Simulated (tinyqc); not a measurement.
Inside a calculation. Model: Deal-Grove kinetics of thermal oxidation of silicon. Computed by tinyqc, a small Python program that keeps every step. Command: `OMP_NUM_THREADS=1 python tinyqc.py 3015425 3015426 out.jsonl oxide walk`. One thread of a shared host (Intel(R) Xeon(R) Processor @ 2.30GHz), about 0.02 s of CPU time with the checks. Intermediate numbers are printed to about 6 digits and carried at full precision; extremes and crossings named in words are read from the listed rows.

Oxidant diffuses through the oxide and reacts at the interface, so that dx/dt = B/(A + 2x) for the oxide thickness x.

Inputs (values chosen for the exercise, close to those used for silicon): prefactor B0 = 368 um^2/h; activation energy E_B = 0.781 eV; prefactor (B/A)0 = 9.39e+07 um/h; activation energy E_A = 2.03 eV; temperature T = 875 C; oxidant pressure p = 2 atm; pressure exponent m of B/A = 1; initial oxide x_i = 0.01 um; time t = 0.35 h; temperature of step 2, T2 = 1200 C; time of step 2, t2 = 3.3 h.

Ambient: steam. Surface: (100). Extension: second step.

Constants: k_B = 8.617333262e-05 eV/K.

## Rate constants

B = B0 p exp(-E_B/(k_B T)), B/A = (B/A)0 p^m exp(-E_A/(k_B T)), p in atm; A = B/(B/A). Temperatures in kelvin are T(C) + 273.15.

parabolic constant B = 0.274597 um^2/h

linear constant B/A = 0.230705 um/h

length A = 1.19025 um

Reaction at the interface limits growth while x is well below A/2 = 0.595 um, diffusion once x is well above it.

## Thickness after the oxidation

tau = (x_i^2 + A x_i)/B and x = (A/2) [sqrt(1 + 4 B (t + tau)/A^2) - 1], the root of x^2 + A x = B (t + tau). Silicon consumed is 0.44 times the oxide grown; the rate is B/(A + 2x).

tau = 0.0437096 h

oxide thickness x = 0.0847905 um

silicon consumed = 0.0329078 um

final growth rate = 0.201934 um/h

2x/A = 0.142: the interface reaction limits the rate.

## Full law against its linear and parabolic limits

Linear limit x = (B/A)(t + tau); parabolic limit x = sqrt(B (t + tau)).

Thickness (um):
```
t (h)     full  linear limit  parabolic limit     2x/A
0.05   0.02124   2.16193e-02          0.16041  0.03569
0.1    0.03228   3.31545e-02          0.19865  0.05424
0.25   0.06429   6.77603e-02          0.28399  0.10802
0.5    0.11443   1.25437e-01          0.38640  0.19229
1      0.20536   2.40789e-01          0.53535  0.34507
2      0.36162   4.71494e-01          0.74913  0.60764
4      0.61507   9.32904e-01          1.05375  1.03351
8      1.00580   1.85572e+00          1.48620  1.69006
16     1.58656   3.70136e+00          2.09894  2.66591
32     2.43031   7.39264e+00          2.96633  4.08369
```

Both limits lie above the full result, since each drops one resistance. The linear law overshoots by 1.8 % in the first row and 200 % in the last, the parabolic law by 660 % and 22 %. The better limit switches between 4 and 8 h; both give the same value where B (t + tau) = A^2, at 2x/A = sqrt5 - 1 = 1.24.

## A second oxidation in the same ambient

Step 2 starts from the thickness x of step 1, with B and A at T2: tau2 = (x^2 + A2 x)/B2 and x2 = (A2/2) [sqrt(1 + 4 B2 (t2 + tau2)/A2^2) - 1].

B2 = 1.56678 um^2/h

A2 = 0.0734722 um

tau2 = 0.00856484 h

thickness after both steps x2 = 2.24035 um

## Two steps, the one at T2 first

First t2 at T2 from x_i, then t at T from the thickness reached.

thickness after t2 at T2 = 2.23759 um

final thickness in this order = 2.25450 um

The order changes the result by 0.63 %: ending with the larger A gives the thicker film, since A differs between the steps and the times are not simply additive.

Checks made by the program: closed form against Runge-Kutta integration of dx/dt (relative difference below 1e-10).
